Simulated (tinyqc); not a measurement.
Inside a calculation. Method: Hubbard chain of 2 sites. Computed by tinyqc, a small Python program that keeps every step. Settings: hopping = 0.52, U = 4.6, mixing = 0.2, iteration cap = 86. Command: `OMP_NUM_THREADS=1 python tinyqc.py 22303 22304 out.jsonl` (the two numbers bound the seeds that draw the settings). One thread of a shared host (Intel(R) Xeon(R) Processor @ 2.60GHz), about 0.2 s of CPU time with the checks. Later iterations appear only in the table of the cycle.

## Mean-field iteration 1

one-body matrix (hopping and site energies) (eV):
```
           1          2
1   0.000000  -0.520000
2  -0.520000   0.000000
```

U = 4.600000 eV

electrons, up and down: 1  1

mixing = 0.200000

n(up) at the start (a guess, not normalised): 1 0.550000, 2 0.450000

n(down) at the start (a guess): 1 0.450000, 2 0.550000

H(up) = T + U n(down), H(down) = T + U n(up); fill the lowest levels; n(new) = n + mixing (n(out) - n); E = tr T (rho up + rho down) + U sum n_up n_down of the output.

levels, up (eV): 1.731405  2.868595

levels, down (eV): 1.731405  2.868595

energy = 0.972545 eV

n(up) after iteration 1: 1 0.580451, 2 0.419549

n(down) after iteration 1: 1 0.419549, 2 0.580451

## Mean-field iteration 2

As before.

levels, up (eV): 1.661757  2.938243

levels, down (eV): 1.661757  2.938243

energy = 0.679405 eV

n(up) after iteration 2: 1 0.622344, 2 0.377656

n(down) after iteration 2: 1 0.377656, 2 0.622344

## Convergence

Each step fills the lowest levels of T + U n(other spin) and sets n(new) = n + mixing (n(out) - n); stop when output and input agree to 1e-8.

Course of the cycle:
```
iteration       E (eV)  largest |n(out) - n(in)|  mean |n_up - n_down|
1           0.97254548                  1.52e-01              0.404506
2           0.67940514                  2.09e-01              0.579831
3           0.35348399                  2.45e-01              0.734471
4           0.12485939                  2.46e-01              0.834674
5           0.00419137                  2.24e-01              0.889893
6          -0.05436081                  1.95e-01              0.920026
7          -0.08326606                  1.64e-01              0.937419
8          -0.09819787                  1.37e-01              0.948141
9          -0.10627289                  1.13e-01              0.955140
10         -0.11081362                  9.28e-02              0.959922
11         -0.11344879                  7.59e-02              0.963310
...                ...                       ...                   ...
76         -0.11756522                  9.01e-08              0.974107
77         -0.11756522                  7.30e-08              0.974107
78         -0.11756522                  5.91e-08              0.974107
79         -0.11756522                  4.79e-08              0.974107
80         -0.11756522                  3.88e-08              0.974107
81         -0.11756522                  3.14e-08              0.974107
82         -0.11756522                  2.55e-08              0.974107
83         -0.11756522                  2.06e-08              0.974107
84         -0.11756522                  1.67e-08              0.974107
85         -0.11756522                  1.36e-08              0.974107
86         -0.11756522                  1.10e-08              0.974107
```

Not converged within 86 iterations: the residual falls steadily but slowly, by a factor of about 0.81 a step. The lowest mean-field energy found from random starts is -0.11757 eV. Reruns (cap 100 unless said): mixing 0.5: converged in 30 (E = -0.11757); mixing 0.9: converged in 12 (E = -0.11757); the original settings with a cap of 400: converged in 87 (E = -0.11757).

## The many-body Hamiltonian

Basis: all placements (u, d, 2, 0 on each site), up operators ordered before down ones; hops carry the sign of the same-spin electrons passed.

H (eV):
```
           20         ud         du         02
20   4.600000  -0.520000  -0.520000   0.000000
ud  -0.520000   0.000000   0.000000  -0.520000
du  -0.520000   0.000000   0.000000  -0.520000
02   0.000000  -0.520000  -0.520000   4.600000
```

## Exact diagonalisation (4 states)

Lowest levels of the sector, and the double occupancy of the lowest state.

lowest levels (eV): -0.224203  0.000000  4.600000  4.824203

double occupancy per site = 0.022205
